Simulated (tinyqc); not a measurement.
# Small-signal admittance of a forward-biased p+-n diode: effects of single changes

Holes injected into a neutral base of width wb with an ohmic contact at its end; low injection, p0 far above the equilibrium density. A small voltage v exp(i w t), w = 2 pi f, modulates the edge density by p0 v/Vt, and the small-signal density obeys Dp d2p/dx2 = (1/tau + i w) p.

Inputs (values chosen for the exercise); permittivity close to that of silicon:

| symbol | value | unit | meaning |
|---|---|---|---|
| T | 300 | K | temperature |
| eps_r | 11.7 |  | relative permittivity |
| Nd | 9.9e15 | cm^-3 | donor density of the base |
| Dp | 7 | cm^2/s | hole diffusion coefficient |
| tau | 1e-7 | s | hole lifetime |
| wb | 10 | um | width of the neutral base |
| p0 | 1.7e13 | cm^-3 | excess hole density at the junction edge |
| Na | 2e19 | cm^-3 | acceptor density of the p+ side |
| Rs | 0.0017 | ohm cm^2 | series resistance |
| f | 6.9e5 | Hz | signal frequency |

Constants: q = 1.602176634e-19 C, kB = 1.380649e-23 J/K, Vt = kB T/q, eps0 = 8.8541878128e-14 F/cm where lengths are in cm. Results are converted to the units shown.

Each table varies one quantity; the others keep the values above.

## Admittance against frequency

L = sqrt(Dp tau); direct current J = (q Dp p0/L) coth(wb/L); k = sqrt(1 + i w tau)/L; diffusion admittance Y = (q Dp p0/Vt) k coth(k wb) = G + i w C_diff; junction capacitance C_j = sqrt(q eps0 eps_r Nd/(2 Vr)) in the depletion approximation, with the remaining barrier Vr = Vt ln(Na/p0), a rough value under forward bias; base-width modulation is left out. Measured admittance 1/[Rs + 1/(Y + i w C_j)].

The same in every row: C_j (uF/cm^2) = 0.04768.

Admittance against frequency:

| f (Hz) | w tau | G (S/cm^2) | C_diff (uF/cm^2) | measured G (S/cm^2) | measured C (uF/cm^2) | phase of the measured Y (degrees) |
|---|---|---|---|---|---|---|
| 7000 | 0.004398 | 1.059 | 0.02957 | 1.057 | 0.07698 | 0.1835 |
| 30000 | 0.01885 | 1.059 | 0.02957 | 1.057 | 0.07698 | 0.7862 |
| 1e5 | 0.06283 | 1.059 | 0.02957 | 1.057 | 0.07698 | 2.619 |
| 5e5 | 0.3142 | 1.061 | 0.02955 | 1.060 | 0.07695 | 12.85 |
| 2e6 | 1.257 | 1.095 | 0.02916 | 1.094 | 0.07656 | 41.32 |
| 9e6 | 5.655 | 1.567 | 0.02385 | 1.591 | 0.07115 | 68.43 |
| 4e7 | 25.13 | 3.188 | 0.01218 | 3.549 | 0.05918 | 76.58 |
| 2e8 | 125.7 | 7.015 | 0.005538 | 14.18 | 0.05133 | 77.60 |
| 7e8 | 439.8 | 13.09 | 0.002969 | 82.25 | 0.04262 | 66.31 |

G starts at J/Vt = 1.06 S/cm^2 and C_diff at (J tau/(2 Vt))(1 - 2 x/sinh 2x) = 0.0296 uF/cm^2, x = wb/L = 1.20. Between the last two rows G goes as f^(0.50) and C_diff as f^(-0.50); the limits are 1/2 and -1/2, reached when the signal penetrates only sqrt(Dp/w). The measured C is 0.36 % below C_diff + C_j in the first row and 16 % below it in the last, the difference being due to Rs.

## Effect of the width of the neutral base

Same model as above.

The same in every row: w tau = 0.4335; C_j (uF/cm^2) = 0.04768.

Effect of the width of the neutral base:

| wb (um) | G (S/cm^2) | C_diff (uF/cm^2) | measured G (S/cm^2) | measured C (uF/cm^2) | phase of the measured Y (degrees) |
|---|---|---|---|---|---|
| 0.42 | 17.57 | 0.001475 | 17.06 | 0.04635 | 0.6746 |
| 0.83 | 8.915 | 0.002911 | 8.782 | 0.04909 | 1.388 |
| 1.6 | 4.665 | 0.005592 | 4.629 | 0.05244 | 2.812 |
| 3.3 | 2.350 | 0.01135 | 2.341 | 0.05857 | 6.191 |
| 6.5 | 1.356 | 0.02113 | 1.353 | 0.06850 | 12.38 |
| 13 | 0.9715 | 0.03465 | 0.9701 | 0.08206 | 20.14 |
| 25 | 0.9031 | 0.04229 | 0.9019 | 0.08970 | 23.32 |
| 50 | 0.9011 | 0.04311 | 0.9000 | 0.09052 | 23.56 |

As wb goes from 0.42 to 50, G falls from 17.6 to 0.901 S/cm^2, C_diff rises from 0.00147 to 0.0431 uF/cm^2 and the measured C rises from 0.0463 to 0.0905 uF/cm^2. C_diff stays below C_j.

tinyqc, about 0.01 s, one thread, Intel Xeon 2.30GHz (shared host): `OMP_NUM_THREADS=1 python tinyqc.py 2890189 2890190 out.jsonl`
